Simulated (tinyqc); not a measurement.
Hydrogenic donor in a hard-walled well (variational), step by step. Values are carried at full precision from step to step, so a last printed digit may differ when a step is redone from the rounded ones.

Constants: Ry = 13.60569312 eV; a0 (Bohr radius) = 0.5291772105 angstrom; hbar^2/2m0 = 3.80998211 eV angstrom^2; e^2/(4 pi eps0) = 14.39964547 eV angstrom.

Inputs chosen for the exercise (near those of GaAs; shifted at random, so the results belong to these values and not to a real crystal): m = 0.064 m0 (mass); eps = 13.1 (dielectric constant); L = 169 angstrom (well width); zi = 72 angstrom (position of the donor from the centre); lam = 146 angstrom (trial length); lams = (83, 106, 128, 151, 181, 219, 272) angstrom (trial lengths).

## Bulk donor

Ry* = Ry m/eps^2, a* = a0 eps/m, and the subband energy c (pi/L)^2/m with c = hbar^2/2m0.

Ry* = 5.074 meV
a* = 108.32 angstrom
subband energy = 20.57 meV

## One trial length

Trial function cos(pi z/L) exp(-r/lam), r measured from the donor at zi, walls at +/- L/2, one eps everywhere. Counted from the lowest subband, E(lam) = c/(m lam^2) - (q/eps) I0/I1, with I0 the integral of cos^2(pi z/L) exp(-2|z - zi|/lam) over the well and I1 the same with the factor (|z - zi| + lam/2); c = hbar^2/2m0, q = e^2/(4 pi eps0). The binding energy is -E at the minimum.

Evaluate I0, I1 and both terms.

I0 = 34.354 angstrom
I1 = 4552.1 angstrom^2
kinetic term = 2.793 meV
Coulomb term = -8.296 meV
E = -5.503 meV

## Scan and minimum

E for each trial length, then the minimum.

Scan:
```
lam (angstrom),kinetic (meV),Coulomb (meV),E (meV)
83,8.641,-11.911,-3.270
106,5.298,-10.173,-4.875
128,3.633,-9.023,-5.390
151,2.611,-8.118,-5.507
181,1.817,-7.214,-5.397
219,1.241,-6.350,-5.109
272,0.805,-5.463,-4.658
```

best lam = 150.9 angstrom
binding energy = 5.51 meV
in Ry* = 1.085

At L = 1.56 a* this donor is bound more strongly than in the bulk.

## Checks

- Binding at the centre of a very wide well (200 a*) against Ry*, meV: 5.08 against 5.07.
- Binding in a very thin well (a*/2000) against 4 Ry*, meV: both 20.3.

Program tinyqc; command `OMP_NUM_THREADS=1 python tinyqc.py 1250238 1250239 out.jsonl`; about 0.03 s on one thread of a shared Intel(R) Xeon(R) Processor @ 2.30GHz.
